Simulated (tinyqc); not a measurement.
Harmonic transition-state theory with quantum, tunnelling and friction corrections: one step, computed by the program tinyqc. Command: `OMP_NUM_THREADS=1 python tinyqc.py 3011853 3011854 out.jsonl rates walk`. One thread of a shared host (Intel(R) Xeon(R) Processor @ 2.30GHz), about 0.07 s of CPU time with the checks.

One atom hops between equivalent sites; three modes at the minimum and two real modes at the saddle are treated as harmonic, the rest of the crystal as unchanged; melting is ignored, so hot rows may lie above the melting point.

Question. Quantum harmonic rate. Vineyard: nu* = product of minimum frequencies / product of real saddle frequencies; k_cl = nu* exp(-E_b/(k_B T)). Quantum harmonic: k_q = (k_B T/h) [prod 2 sinh(x_i/2) (minimum) / prod 2 sinh(x_j/2) (saddle)] exp(-E_b/(k_B T)), x = h nu/(k_B T). Zero-point correction to the barrier = (h/2)(sum of saddle frequencies - sum of minimum frequencies).

Inputs (values chosen for the exercise, modelled on interstitial copper in silicon): barrier E_b = 0.195 eV; temperature T = 120 K.

Lattice of sites: three-dimensional.

frequencies at the minimum (THz): 4.72  4.99  7.66

real frequencies at the saddle (THz): 5.3  8.5

Constants: h x 1 THz = 4.135667696 meV; k_B = 8.617333262e-05 eV/K.

Give: x at the minimum; x at the saddle; zero-point correction; quantum harmonic rate k_q; ratio k_q/k_cl.

Answer.

x at the minimum: 1.888  1.996  3.064

x at the saddle: 2.120  3.399

zero-point correction = -7.382 meV

quantum harmonic rate k_q = 27113 1/s

ratio k_q/k_cl = 1.048

To second order in x the ratio is 1 + (sum x_i^2 - sum x_j^2)/24 = 1.0367.
